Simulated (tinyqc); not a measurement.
Voltage acceleration of oxide breakdown, four models on the same data: effect of the use temperature.

Field E = V/tox in MV/cm. Models: ln(t63/1 s) = a - c X with X = E (E model), -1/E (1/E model), ln V (power law, c the exponent n) or sqrt(E).

With a and c fitted to the stress data, the voltage for ten years solves a - c X + ln(temperature factor times ks) = ln 3.15576e8; temperature factor exp[(Ea q/kB)(1/Tu - 1/Ts)].

Values chosen for this exercise:
- tox = 6.3 nm (oxide thickness)
- Ts = 373 K (stress temperature)
- Ea = 0.9 eV (activation energy)
- ks = 1.1e-6 (factor for area and percentile)

Constants: q = 1.602176634e-19 C, kB = 1.380649e-23 J/K. Results are converted to the units shown.

| model | c | a |
|---|---|---|
| E | 4.22541 | 60.5736 |
| 1/E | 537.009 | -35.5780 |
| power | 47.8617 | 106.329 |
| sqrt E | 28.4765 | 108.333 |

Effect of the use temperature:

| Tu (K) | temperature factor | V for ten years, E (V) | V for ten years, 1/E (V) | V for ten years, power (V) | V for ten years, sqrt E (V) |
|---|---|---|---|---|---|
| 273 | 2.847e4 | 5.597 | 5.772 | 5.699 | 5.653 |
| 298 | 1149 | 5.119 | 5.472 | 5.330 | 5.235 |
| 328 | 46.59 | 4.641 | 5.203 | 4.984 | 4.835 |
| 358 | 3.232 | 4.243 | 4.998 | 4.714 | 4.513 |
| 378 | 0.6905 | 4.013 | 4.886 | 4.565 | 4.332 |
| 398 | 0.1723 | 3.806 | 4.790 | 4.434 | 4.172 |
| 423 | 0.03653 | 3.574 | 4.687 | 4.293 | 3.998 |

The temperature factor falls from 28500 to 0.0365, and the allowed voltage by 36.1 % in the E model and 18.8 % in the 1/E model: the steeper a model is near use conditions, the less voltage a given factor in time costs.

Range of the model: All four laws are empirical fits; none is established far below the stress range.

tinyqc, about 0.01 s, one thread, Intel Xeon 2.30GHz (shared host): `OMP_NUM_THREADS=1 python tinyqc.py 2070112 2070113 out.jsonl`
